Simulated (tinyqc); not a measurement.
# Worked calculation: hot electrons in a saturated n-channel MOSFET, lucky-electron model

Numbers from tinyqc (`OMP_NUM_THREADS=1 python tinyqc.py 2550078 2550079 out.jsonl`; about 0.01 s on one thread of a shared Intel Xeon 2.30GHz). Printed values are rounded.

Beyond pinch-off the lateral field grows as Esat cosh(y/l) over the velocity-saturated region (pseudo-two-dimensional model). Impact ionisation in this region gives the substrate current, which biases the body forward through Rsub. Currents are per width. Local-field laws: they overstate ionisation when the field peak is narrower than an energy relaxation length.

Inputs (values chosen for the exercise); values close to those of silicon n-channel devices: channel length L = 0.8 um; oxide thickness tox = 18 nm; junction depth xj = 280 nm; threshold VT = 0.52 V; effective mobility mu = 410 cm^2/(V s); saturation velocity vs = 8.2e6 cm/s; ionisation prefactor Ai = 2e6 1/cm; ionisation field Bi = 1.82 MV/cm; resistance of the lightly doped drain Rd = 700 ohm um; substrate resistance Rsub = 15000 ohm um; fall of VT per volt of forward body bias kb = 0.47; hot-electron mean free path lm = 9.6 nm; oxide barrier pb = 3.2 V; prefactor of the gate current Cg = 0.0011; lifetime exponent m = 2.9; lifetime constant Hl = 1200 s uA/um; drain voltage Vd = 3.7 V; gate voltage Vg = 2.7 V.

Constants: eps0 = 8.8541878128e-14 F/cm where lengths are in cm. Results are converted to the units shown.

## Length and field scales

Cox = 3.9 eps0/tox, l = sqrt(3 tox xj), Esat = 2 vs/mu.

Cox = 0.191841 uF/cm^2
l = 122.963 nm
Esat = 0.04 MV/cm
Esat L = 3.2 V

## Iteration 1: body bias from the substrate current

Vb at the start = 0 V

Cox = 3.9 eps0/tox. Overdrive g = Vg - VT + kb Vb; Vdsat = g Esat L/(g + Esat L); Id = Cox vs (g - Vdsat); dV = Vd - Id Rd - Vdsat; Em = sqrt((dV/l)^2 + Esat^2); Isub = Id (Ai/Bi) l Em exp(-Bi/Em). Vb(new) = Rsub Isub.

Vdsat = 1.29665 V
Id = 138.959 uA/um
dV = 2.30607 V
Em = 0.191760 MV/cm
Isub = 0.0271939 uA/um
Vb after iteration 1 = 4.07909e-4 V

## Iteration 2: body bias from the substrate current

As before.

Vdsat = 1.29672 V
Id = 138.978 uA/um
dV = 2.30599 V
Em = 0.191753 MV/cm
Isub = 0.0271881 uA/um
Vb after iteration 2 = 4.07821e-4 V

## Course of the iteration: body bias from the substrate current

Stop when Vb changes by less than 1e-9 V, or after 60 iterations.

Course of the iteration:
```
iteration      Vb (V)  |change| (V)
1          4.07909e-4       4.08e-4
2          4.07821e-4       8.74e-8
3          4.07821e-4      1.87e-11
```

Converged in 3 iterations. The change falls from 4.1e-4 in the first iteration to below the tolerance in the last.

## Gate current, lifetime and channel shortening

Id = 138.978 uA/um
dV = 2.30599 V
Em = 0.191753 MV/cm
Isub = 0.0271881 uA/um

Ig = Cg Id exp(-pb/(lm Em)); lifetime tau = (Hl/Id)(Isub/Id)^(-m); length of the saturated region dL = l ln[(dV/l + Em)/Esat]. 1 year = 3.15576e7 s.

Isub/Id = 1.95629e-4
Ig = 0.00431326 pA/um
tau = 15558.9 years
dL = 276.596 nm

The lifetime exceeds ten years. Integrating Ai exp(-Bi/E) over the cosh profile gives Isub/Id = 1.83e-4, so the closed form is 6.7 % above it.
